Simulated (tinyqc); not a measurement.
From results back to parameters: double quantum well by finite differences. Three cases, with inputs chosen for the exercise.

Problem. In the two-level picture of a symmetric double well the splitting in a field is D(F) = sqrt(D0^2 + (e F dc)^2), and the lower state has weight (1 + e F dc/D)/2 in the lower well; 1 kV/cm = 1e-5 eV/angstrom. D0 comes from the zero-field run; D(F) was computed from a hidden field.

Find: e F dc; F; weight in the lower well.

Method. e F dc = sqrt(D^2 - D0^2).

Case 1.

Values chosen (out of a larger set: near those of an InGaAs well in InP; not measured data): dc = 65 angstrom (distance between the well centres).

D0 = 53.7987 meV
D(F) = 162.5603 meV

Solution.

e F dc = 153.40 meV
F = 236 kV/cm
weight in the lower well = 0.972

Case 2.

Values chosen (out of a larger set: near those of a non-polar GaN well in AlGaN; not measured data): dc = 45 angstrom (distance between the well centres).

D0 = 25.3360 meV
D(F) = 62.1032 meV

Solution.

e F dc = 56.70 meV
F = 126 kV/cm
weight in the lower well = 0.956

Case 3.

Values chosen (out of a larger set: near those of a GaAs well in AlGaAs; not measured data): dc = 100 angstrom (distance between the well centres).

D0 = 8.1259 meV
D(F) = 9.8743 meV

Solution.

e F dc = 5.61 meV
F = 5.61 kV/cm
weight in the lower well = 0.784

Computed by tinyqc, one run a case: `OMP_NUM_THREADS=1 python tinyqc.py N N+1 out.jsonl` with N = 1280496, 1280905, 1281105; one thread of a shared Intel(R) Xeon(R) Processor @ 2.30GHz, about 0.03 s a run at most.
